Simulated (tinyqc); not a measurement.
Averaged masses of warped heavy- and light-hole bands: sweeps and comparisons. A value that a table varies takes the place of the one given here.

Four-band hole energies E = c k^2 f(u), c = hbar^2/2m0, f = g1 -/+ 2 sqrt(g2^2 + 3 (g3^2 - g2^2) s), s = ux^2 uy^2 + uy^2 uz^2 + uz^2 ux^2 for the unit vector u; minus for heavy, plus for light holes; the mass along u is 1/f.

Grid: n x n midpoints in cos(theta) from 0 to 1 and phi from 0 to pi/2, equal weights. m_d = <f^(-3/2)>^(2/3). Conductivity mass for one scattering time: 1/m_c = <|w|^2 f^(-5/2)>/<f^(-3/2)> with w = grad_k(k^2 f)/(2 k), that is |w|^2 = f^2 + |angular gradient of f|^2/4.

Values chosen for the exercise (out of a larger set: near those of Si; not measured data): g1 = 4.29 (Luttinger gamma1); g2 = 0.34 (gamma2); g3 = 1.45 (gamma3).

## Ways to average over directions

Heavy and light m_d on grids of growing n, against n = 160; also the three-direction rule <F> = (10 F[100] + 16 F[110] + 9 F[111])/35 and the spherical masses 1/(g1 (1 -/+ mu)), mu = (6 g3 + 4 g2)/(5 g1).

Masses (m0):
```
method,heavy,light,error heavy (%),error light (%)
grid n = 1,0.7085,0.1395,36.60,-9.93
grid n = 2,0.5330,0.1504,2.77,-2.90
grid n = 3,0.5260,0.1526,1.43,-1.48
grid n = 5,0.5210,0.1538,0.47,-0.68
grid n = 10,0.5193,0.1545,0.13,-0.24
grid n = 160,0.5186,0.1549,0.00,0.00
three directions,0.5384,0.1613,3.82,4.13
spherical,0.4390,0.1587,-15.36,2.46
[100] alone,0.2770,0.2012,-46.59,29.91
```

The heavy mass is within 1 % from grid n = 5 on. Three directions err by +3.82 %, the spherical form by -15.36 % and [100] alone by -46.6 %; for light holes the same three err by +4.13, +2.46 and +29.9 %. The power -3/2 weights the heavy directions near [111], which a mean of f misses.

## Cyclotron masses against the field direction

For the central orbit m_cyc is the mean of 1/f(u) over the directions u normal to B (360 points on the circle). B lies in the (1-10) plane at the angle from [001]; 54.7 degrees is [111], 90 is [110].

Masses (m0):
```
angle (degrees),heavy,light
0.0,0.4176,0.1677
15.0,0.4459,0.1618
30.0,0.5104,0.1530
45.0,0.5612,0.1475
54.7,0.5696,0.1465
70.0,0.5595,0.1488
90.0,0.5463,0.1541
```

The heavy mass is smallest at 0 and largest at 54.7 degrees of the angles listed, a spread of 36 %; the light mass varies by 14.4 %. The orbit normal to [001] has s between 0 and 1/4, the orbit normal to [111] has s = 1/4 all round, which gives 1/(g1 - sqrt(g2^2 + 3 g3^2)) = 0.5696. This is the classical limit; low Landau levels of holes depart from it.

## Several materials

The inputs are values chosen for the exercise; n = 40; delta = (g3 - g2)/g1.

Results:
```
case,g1,g2,g3,m_d heavy,m_c heavy,m_d light,delta
A near InAs,20.10,8.54,9.15,0.449,0.413,0.0264,0.030
B near Ge,13.46,4.27,5.72,0.344,0.274,0.0421,0.108
C near AlAs,3.73,0.81,1.42,0.804,0.652,0.1635,0.164
D near GaP,4.04,0.49,1.25,0.508,0.446,0.1665,0.188
E near InP,5.09,1.60,2.11,0.839,0.703,0.1122,0.100
F near Si,4.30,0.34,1.44,0.511,0.411,0.1549,0.256
```

Heavy masses span a factor of 2.4 and light ones 6.3: the coupling to the conduction band adds to g1, 2 g2 and 2 g3 alike, so it cancels for heavy holes and doubles for light ones. The ratio m_c/m_d of the heavy holes is lowest for B (0.80); delta is largest for F; the heavy band feels the warping rather through (g3 - g2)/(g1 - 2 g3), which runs from 0.34 to 0.77 here and is 0.72 for the case with the lowest ratio.

## What each parameter does

n = 40. Each row changes one parameter from the base and keeps the others.

Results:
```
case,m_d heavy (m0),m_c heavy (m0),m_d light (m0),m_c light (m0)
base,0.5187,0.4133,0.1548,0.1491
g1 = 4.419,0.4845,0.3948,0.1518,0.1463
g2 = 0.35,0.5192,0.4144,0.1547,0.1491
g3 = 1.406,0.4989,0.4075,0.1563,0.1508
```

The largest shifts from the base row, up to three for each result and ties (the steps differ in size, so this ranks the rows, not the parameters). m_d heavy (m0): g1 -0.0342, g3 -0.0198, g2 +0.0005. m_c heavy (m0): g1 -0.0185, g3 -0.0057, g2 +0.0011. m_d light (m0): g1 -0.0031, g3 +0.0015, g2 -0.0001. m_c light (m0): g1 -0.0027, g3 +0.0018; unchanged at the printed digits by g2.

tinyqc: `OMP_NUM_THREADS=1 python tinyqc.py 1080529 1080530 out.jsonl`; about 0.02 s, one thread, shared Intel(R) Xeon(R) Processor @ 2.30GHz.
